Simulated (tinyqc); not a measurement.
Deal-Grove kinetics of thermal oxidation of silicon: one step, computed by the program tinyqc.

Oxidant diffuses through the oxide and reacts at the interface, so that dx/dt = B/(A + 2x) for the oxide thickness x.

Problem. Rate constants. B = B0 p exp(-E_B/(k_B T)), B/A = (B/A)0 p^m exp(-E_A/(k_B T)), p in atm; A = B/(B/A). Temperatures in kelvin are T(C) + 273.15.

Inputs (values chosen for the exercise, close to those used for silicon):
```
quantity                       value    unit
prefactor B0                     770  um^2/h
activation energy E_B           1.23      eV
prefactor (B/A)0            6.88e+06    um/h
activation energy E_A              2      eV
temperature T                    950       C
oxidant pressure p                 5     atm
pressure exponent m of B/A      0.77       -
```

Ambient: dry oxygen. Surface: (111).

Constants: k_B = 8.617333262e-05 eV/K.

Give: parabolic constant B; linear constant B/A; length A.

Solution.

parabolic constant B = 0.03292 um^2/h

linear constant B/A = 0.1365 um/h

length A = 0.2412 um

Reaction at the interface limits growth while x is well below A/2 = 0.121 um, diffusion once x is well above it.
